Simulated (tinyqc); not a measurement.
Worked calculation: LDA (PW92) atom on a uniform radial grid, spin-unpolarised, for N+. Computed by tinyqc, a small Python program that keeps every step. Settings: Z = 7, points = 192, R = 6.2, functional = lda,pw, mixing = 1.0, iteration cap = 54. Command: `OMP_NUM_THREADS=1 python tinyqc.py 30601 30602 out.jsonl` (the two numbers bound the seeds that draw the settings). One thread of a shared host (Intel(R) Xeon(R) Processor @ 2.60GHz), about 0.5 s of CPU time with the checks. Later iterations appear only in the table of the cycle.

## Iteration 1

Spherical atom on a uniform radial grid r_j = j h with h = R/(N + 1), h sum u^2 = 1 and integrals as h times sums, u(0) = u(R) = 0 (atomic units):
```
parameter           value
Z                       7
points N              192
R                6.200000
h                0.032124
mixing           1.000000
electrons in 1s         2
electrons in 2s         2
electrons in 2p         2
```

Three-point differences turn -u''/2 + [l(l+1)/2r^2 - Z/r + V] u = e u into a tridiagonal matrix (diagonal 1/h^2 + potential, off-diagonal -1/2h^2). D = sum f u^2; the Hartree potential y/r solves y'' = -D/r with y(0) = 0, y(R) = N_e; v_xc comes from rho = D/(4 pi r^2); E = sum f e - int D V + int D (V_H/2 + eps_xc); V(new) = V + mixing (V_H + v_xc - V).

eigenvalues (hartree): 1s -24.197871, 2s -6.105764, 2p -6.131503

Every 12th grid point:
```
r             V in     u(1s)      u(2s)     u(2p)         D        V_H       v_xc
0.385492  0.000000  0.970678  -0.449000  1.022478  4.378558  10.949485  -1.395167
0.770984  0.000000  0.133611  -1.152886  1.057981  4.932643   7.183105  -0.933437
1.156477  0.000000  0.013793  -0.808680  0.616530  2.068525   5.116455  -0.552008
1.541969  0.000000  0.001266  -0.404983  0.284015  0.489356   3.883451  -0.297322
1.927461  0.000000  0.000109  -0.172183  0.115025  0.085755   3.112145  -0.153850
2.312953  0.000000  0.000009  -0.066394  0.042939  0.012504   2.594015  -0.077656
2.698446  0.000000  7.22e-07  -0.023989  0.015153  0.001610   2.223496  -0.038257
3.083938  0.000000  5.68e-08  -0.008273  0.005132  0.000190   1.945564  -0.018368
3.469430  0.000000  4.40e-09  -0.002755  0.001684  0.000021   1.729391  -0.008601
3.854922  0.000000  3.36e-10  -0.000893  0.000539  2.18e-06   1.556452  -0.003938
4.240415  0.000000  2.55e-11  -0.000283  0.000169  2.18e-07   1.414956  -0.001770
4.625907  0.000000         0  -0.000088  0.000052  2.10e-08   1.297043  -0.000783
5.011399  0.000000         0  -0.000027  0.000016  1.97e-09   1.197270  -0.000342
5.396891  0.000000         0  -0.000008  4.75e-06  1.78e-10   1.111751  -0.000148
5.782383  0.000000         0  -2.28e-06  1.32e-06  1.39e-11   1.037634  -0.000061
6.167876  0.000000         0  -1.34e-07  7.74e-08         0   0.972782   0.000000
```

total energy = -49.56791929 hartree

## Iteration 2

As before.

eigenvalues (hartree): 1s -12.069292, 2s -0.645294, 2p -0.269734

Every 12th grid point:
```
r             V in     u(1s)      u(2s)     u(2p)         D       V_H       v_xc
0.385492  9.554318  1.068973  -0.094699  0.290794  2.472463  7.959739  -1.163210
0.770984  6.249668  0.221752  -0.655259  0.533901  1.527177  5.352416  -0.646329
1.156477  4.564447  0.038521  -0.809106  0.639632  2.130531  4.212855  -0.557086
1.541969  3.586128  0.006324  -0.752147  0.654879  1.989263  3.468922  -0.456552
1.927461  2.958295  0.001011  -0.620491  0.617908  1.533640  2.922591  -0.367572
2.312953  2.516359  0.000159  -0.480450  0.555342  1.078476  2.506341  -0.295458
2.698446  2.185239  0.000025  -0.358217  0.483357  0.723907  2.182742  -0.238537
3.083938  1.927196  3.85e-06  -0.260552  0.410759  0.473221  1.926787  -0.193670
3.469430  1.720789  5.94e-07  -0.186136  0.341900  0.303084  1.720968  -0.157904
3.854922  1.552513  9.16e-08  -0.130981  0.278620  0.189571  1.552858  -0.128865
4.240415  1.413186  1.41e-08  -0.090742  0.221382  0.114488  1.413544  -0.104731
4.625907  1.296260  2.16e-09  -0.061559  0.169882  0.065299  1.296558  -0.084093
5.011399  1.196928  3.31e-10  -0.040267  0.123387  0.033691  1.197137  -0.065779
5.396891  1.111603  5.06e-11  -0.024347  0.080899  0.014275  1.111727  -0.048631
5.782383  1.037574         0  -0.011781  0.041253  0.003681  1.037633  -0.030970
6.167876  0.972782         0  -0.000882  0.003149  0.000021  0.972782  -0.006036
```

total energy = -52.18736060 hartree

## Iteration 3

As before.

eigenvalues (hartree): 1s -15.522962, 2s -1.642110, 2p -1.268085

Every 12th grid point:
```
r             V in     u(1s)      u(2s)     u(2p)         D       V_H       v_xc
0.385492  6.796529  1.039703  -0.214651  0.648702  3.095744  9.480608  -1.249324
0.770984  4.706087  0.186807  -0.928596  0.935732  3.545564  6.447570  -0.841283
1.156477  3.655769  0.026825  -0.915306  0.824048  3.035122  4.861095  -0.621825
1.541969  3.012370  0.003549  -0.667851  0.603291  1.619995  3.810095  -0.428600
1.927461  2.555019  0.000452  -0.428765  0.403728  0.693671  3.092692  -0.288662
2.312953  2.210883  0.000056  -0.257234  0.256874  0.264307  2.589003  -0.193258
2.698446  1.944205  0.000007  -0.148142  0.158344  0.094037  2.222212  -0.129338
3.083938  1.733117  8.41e-07  -0.083034  0.095514  0.032035  1.945235  -0.086610
3.469430  1.563064  1.02e-07  -0.045651  0.056700  0.010598  1.729306  -0.057983
3.854922  1.423993  1.22e-08  -0.024732  0.033233  0.003432  1.556430  -0.038763
4.240415  1.308813  1.47e-09  -0.013237  0.019258  0.001092  1.414951  -0.025842
4.625907  1.212465  1.76e-10  -0.007000  0.011017  0.000341  1.297042  -0.017141
5.011399  1.131358  2.10e-11  -0.003637  0.006169  0.000103  1.197270  -0.011244
5.396891  1.063097         0  -0.001810  0.003277  0.000028  1.111751  -0.007150
5.782383  1.006662         0  -0.000763  0.001450  0.000005  1.037634  -0.004055
6.167876  0.966746         0  -0.000054  0.000105  2.78e-08  0.972782  -0.000711
```

total energy = -52.74717404 hartree

## Convergence

Stop when input and output potentials agree to 1e-7.

Course of the cycle (hartree):
```
iteration             E       e(1s)      e(2s)      e(2p)  largest |V(out) - V(in)|
1          -49.56791929  -24.197871  -6.105764  -6.131503                  1.52e+01
2          -52.18736060  -12.069292  -0.645294  -0.269734                  4.46e+00
3          -52.74717404  -15.522962  -1.642110  -1.268085                  2.03e+00
4          -52.86963547  -13.843732  -1.006066  -0.595446                  9.68e-01
5          -52.90312763  -14.647568  -1.276468  -0.875871                  5.03e-01
6          -52.91195153  -14.225601  -1.125845  -0.717737                  2.59e-01
7          -52.91437144  -14.442706  -1.201066  -0.796242                  1.36e-01
8          -52.91502500  -14.329023  -1.161056  -0.754350                  7.05e-02
9          -52.91520319  -14.388124  -1.181688  -0.775917                  3.68e-02
10         -52.91525155  -14.357267  -1.170870  -0.764599                  1.92e-02
11         -52.91526471  -14.373344  -1.176494  -0.770481                  1.00e-02
...                 ...         ...        ...        ...                       ...
19         -52.91526962  -14.367861  -1.174573  -0.768471                  5.47e-05
20         -52.91526962  -14.367816  -1.174557  -0.768454                  2.85e-05
21         -52.91526962  -14.367840  -1.174565  -0.768463                  1.49e-05
22         -52.91526962  -14.367827  -1.174561  -0.768459                  7.75e-06
23         -52.91526962  -14.367834  -1.174563  -0.768461                  4.04e-06
24         -52.91526962  -14.367830  -1.174562  -0.768460                  2.11e-06
25         -52.91526962  -14.367832  -1.174563  -0.768460                  1.10e-06
26         -52.91526962  -14.367831  -1.174562  -0.768460                  5.73e-07
27         -52.91526962  -14.367832  -1.174562  -0.768460                  2.99e-07
28         -52.91526962  -14.367831  -1.174562  -0.768460                  1.56e-07
29         -52.91526962  -14.367831  -1.174562  -0.768460                  8.12e-08
```

Converged in 29 iterations. A uniform grid resolves the cusp poorly: for a bare nucleus this grid gives 1s at -24.19787 against -Z^2/2 = -24.5 hartree. Before convergence this energy mixes input and output and is not variational, so it may rise towards its limit.
